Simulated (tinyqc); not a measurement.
Inside a calculation. Method: plane-wave Kohn-Sham cycle with exchange-only LDA in a layered model solid. One step of it, computed by the program tinyqc.

Task: Iteration 1: potential. V_H(G) = 4 pi rho(G)/G^2 for G != 0 (uniform background); v_x = -(3 rho/pi)^(1/3); V = V_ext + V_H + v_x; Fourier components f(G_m) = (1/N) sum_j f(x_j) exp(-i G_m x_j).

A solid whose potential varies along x alone (atomic units):
```
parameter                      value
period a                   17.400000
cross-section of the cell  23.000000
electrons per cell                 2
grid points                       16
plane waves -n..n, n               2
k points                           4
V1 in V1 cos(2 pi x/a)     -0.450000
V2 in V2 cos(4 pi x/a)      0.030000
```

density at the start, on the grid x_j = j a/N (e/bohr^3): [0.00499750, 0.00499750, 0.00499750, 0.00499750, 0.00499750, 0.00499750, 0.00499750, 0.00499750, 0.00499750, 0.00499750, 0.00499750, 0.00499750, 0.00499750, 0.00499750, 0.00499750, 0.00499750]

Give: Potentials on the grid; V(G_m), m = 0, 1, 2, ....

Result:

Potentials on the grid (hartree):
```
x          V_ext     V_H      v_x        V
0.0000   -0.4200  0.0000  -0.1684  -0.5884
1.0875   -0.3945  0.0000  -0.1684  -0.5629
2.1750   -0.3182  0.0000  -0.1684  -0.4866
3.2625   -0.1934  0.0000  -0.1684  -0.3618
4.3500   -0.0300  0.0000  -0.1684  -0.1984
5.4375    0.1510  0.0000  -0.1684  -0.0174
6.5250    0.3182  0.0000  -0.1684   0.1498
7.6125    0.4370  0.0000  -0.1684   0.2686
8.7000    0.4800  0.0000  -0.1684   0.3116
9.7875    0.4370  0.0000  -0.1684   0.2686
10.8750   0.3182  0.0000  -0.1684   0.1498
11.9625   0.1510  0.0000  -0.1684  -0.0174
13.0500  -0.0300  0.0000  -0.1684  -0.1984
14.1375  -0.1934  0.0000  -0.1684  -0.3618
15.2250  -0.3182  0.0000  -0.1684  -0.4866
16.3125  -0.3945  0.0000  -0.1684  -0.5629
```

V(G_m), m = 0, 1, 2, ... (hartree): [-0.1684, -0.2250, 0.0150, 0.0000, 0.0000]
